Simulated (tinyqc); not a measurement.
Trap density from swing and capacitance.

Problem. In an MOS structure at one bias the subthreshold swing is S = Vt ln 10 (1 + (Cd + q Dit)/Cox) and 1/C_HF = 1/Cox + 1/Cd, Cox = 3.9 eps0/EOT. Find Cd and Dit.

Parameters, values chosen for the exercise:
- T = 350 K (temperature)
- EOT = 3 nm (equivalent oxide thickness)

Constants: q = 1.602176634e-19 C, kB = 1.380649e-23 J/K, Vt = kB T/q, eps0 = 8.8541878128e-14 F/cm where lengths are in cm. Results are converted to the units shown.

S = 75.610037 mV/decade
C_HF = 85.548558 nF/cm^2

Solution. C_HF gives Cd, and the swing gives Cd + q Dit.

Cd = 92.42 nF/cm^2
Dit = 6.068e10 cm^-2 eV^-1

Program tinyqc, `OMP_NUM_THREADS=1 python tinyqc.py 2030127 2030128 out.jsonl`; Intel Xeon 2.30GHz, shared host, one thread, about 0.01 s.
